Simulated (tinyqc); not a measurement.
Worked calculation: one-electron ion in a basis of Gaussians. One step of it, computed by the program tinyqc.

Task: Matrices over normalised Gaussians. With p = a_i + a_j and I(k) = Gamma((k+1)/2) / (2 p^((k+1)/2)): S = I(2l+2), T = (2l+3) a_i a_j S / p, V = -Z I(2l+1), each divided by sqrt(S_ii S_jj).

exponents of r^l exp(-a r^2) (1/bohr^2): 0.038690  0.089340  0.206300

Z = 2

l = 1

Give: S; T; V.

Result:

S, lower triangle:
```
       1      2      3
1  1.000
2  0.808  1.000
3  0.454  0.808  1.000
```

T (hartree), lower triangle:
```
       1      2      3
1  0.097
2  0.109  0.223
3  0.074  0.252  0.516
```

V (hartree), lower triangle:
```
        1       2       3
1  -0.419
2  -0.435  -0.636
3  -0.338  -0.661  -0.966
```
